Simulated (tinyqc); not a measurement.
Hot electrons in a saturated n-channel MOSFET, lucky-electron model: one step of the calculation.

Beyond pinch-off the lateral field grows as Esat cosh(y/l) over the velocity-saturated region (pseudo-two-dimensional model). Impact ionisation in this region gives the substrate current, which biases the body forward through Rsub. Currents are per width. Local-field laws: they overstate ionisation when the field peak is narrower than an energy relaxation length.

Question. Gate current, lifetime and channel shortening. Ig = Cg Id exp(-pb/(lm Em)); lifetime tau = (Hl/Id)(Isub/Id)^(-m); length of the saturated region dL = l ln[(dV/l + Em)/Esat]. 1 year = 3.15576e7 s.

Inputs (values chosen for the exercise); values close to those of silicon n-channel devices: hot-electron mean free path lm = 7.1 nm; oxide barrier pb = 3.2 V; prefactor of the gate current Cg = 0.002; lifetime exponent m = 3; lifetime constant Hl = 3100 s uA/um.

Id = 67.962325 uA/um
dV = 2.5498203 V
Em = 0.14582133 MV/cm
Isub = 0.0018891849 uA/um
l = 187.34994 nm
Esat = 0.052352941 MV/cm

Find: Isub/Id; Ig; tau; dL.

Answer.

Isub/Id = 2.7798e-5
Ig = 5.1302e-9 pA/um
tau = 6.7293e7 years
dL = 315.43 nm

The lifetime exceeds ten years.

Numbers from tinyqc (`OMP_NUM_THREADS=1 python tinyqc.py 2550144 2550145 out.jsonl`; about 0.01 s on one thread of a shared Intel Xeon 2.30GHz).
